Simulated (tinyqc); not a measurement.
# One-sided p+-n junction, ionisation integral and breakdown, step by step

Program tinyqc, `OMP_NUM_THREADS=1 python tinyqc.py 2120042 2120043 out.jsonl`; Intel Xeon 2.30GHz, shared host, one thread, about 0.05 s. Printed values are rounded.

A p+ layer at x < 0 and an n drift layer from x = 0. Depletion approximation, built-in voltage neglected. Local ionisation coefficients alpha_n = an exp(-(bn/E)^mx), alpha_p = ap exp(-(bp/E)^mx). Electrons move towards +x, holes towards x = 0.

Values chosen for this exercise; material values close to those of gallium nitride:
```
symbol   value   unit                                           meaning
eps_r     9.59                                    relative permittivity
an      2.97e8   1/cm  prefactor of the electron ionisation coefficient
bn      3.59e7   V/cm                      field constant for electrons
ap      1.35e8   1/cm      prefactor of the hole ionisation coefficient
bp      2.11e7   V/cm                          field constant for holes
mx           1                                                 exponent
N       1.4e17  cm^-3                  donor density of the drift layer
V          188      V                                   reverse voltage
fr         0.5         share of the depleted width that the grid covers
```

Constants: q = 1.602176634e-19 C, eps0 = 8.8541878128e-14 F/cm where lengths are in cm. Results are converted to the units shown.

## Field and ionisation coefficients on a grid

W = sqrt(2 eps0 eps_r V/(q N)), peak field E0 = q N W/(eps0 eps_r), falling linearly to 0 at W. Grid: 10 equal steps from 0 to fr W.

W = 1.19305 um

```
point    x (um)  E (kV/cm)  alpha_n (1/cm)  alpha_p (1/cm)
0      0.000000    3151.59         3354.84       1.67000e5
1      0.059652    2994.01         1842.04       1.17404e5
2      0.119305    2836.43         946.229         79368.4
3      0.178957    2678.85         449.425         51239.8
4      0.238610    2521.27         194.492         31319.3
5      0.298262    2363.69         75.2739         17927.1
6      0.357915    2206.11         25.4386         9475.33
7      0.417567    2048.53         7.27542         4540.21
8      0.477220    1890.95         1.68895         1924.44
9      0.536872    1733.37        0.300648         697.841
10     0.596525    1575.79       0.0378956         206.585
```

## Ionisation integrals by the trapezoid rule

G(x) = integral from 0 to x of (alpha_n - alpha_p); I_n = integral of alpha_n exp(-G) (electrons injected at x = 0), I_p = integral of alpha_p exp(G(end) - G) (holes injected at the far edge); M = 1/(1 - I). All integrals by the trapezoid rule on the grid.

```
point         G  alpha_n exp(-G) (1/cm)
0       0.00000                 3354.84
1      -0.83277                 4236.11
2      -1.41135                 3880.96
3      -1.79674                 2710.03
4      -2.04107                 1497.36
5      -2.18714                  670.67
6      -2.26858                  245.88
7      -2.31028                   73.32
8      -2.32954                   17.35
9      -2.33735                    3.11
10     -2.34005                    0.39
```

I_n = 0.0895526
I_p = 0.893057
M_n = 1.09836
M_p = 9.35074

A grid of 1500 steps over the whole width gives I_n = 0.08930 and I_p = 0.9100; the coarse I_n is 0.28 % above and the coarse I_p 1.9 % below those values. Holes multiply more: on this coarse grid M - 1 is 84.9 times as large for them.

## Breakdown voltage by secant steps

G(x) = integral from 0 to x of (alpha_n - alpha_p); I_n = integral of alpha_n exp(-G) (electrons injected at x = 0), I_p = integral of alpha_p exp(G(end) - G) (holes injected at the far edge); M = 1/(1 - I). Secant steps on ln I_n(V) = 0 with the integrals on a fine grid (1500 steps), from the points V = 160 and 201 V; stop when the step is below 1e-7 of V.

Course of the iteration:
```
step    V (V)       I_n  change of V (V)
1         201  0.211846             24.8
2     225.786   1.43386            -4.67
3     221.115  0.967524            0.392
4     221.507  0.999347          7.91e-3
5     221.515   1.00000         -1.46e-5
```

Breakdown at 221.52 V, with a peak field of 3421 kV/cm and W = 1.295 um. The integral for holes reaches 1 at the same voltage.
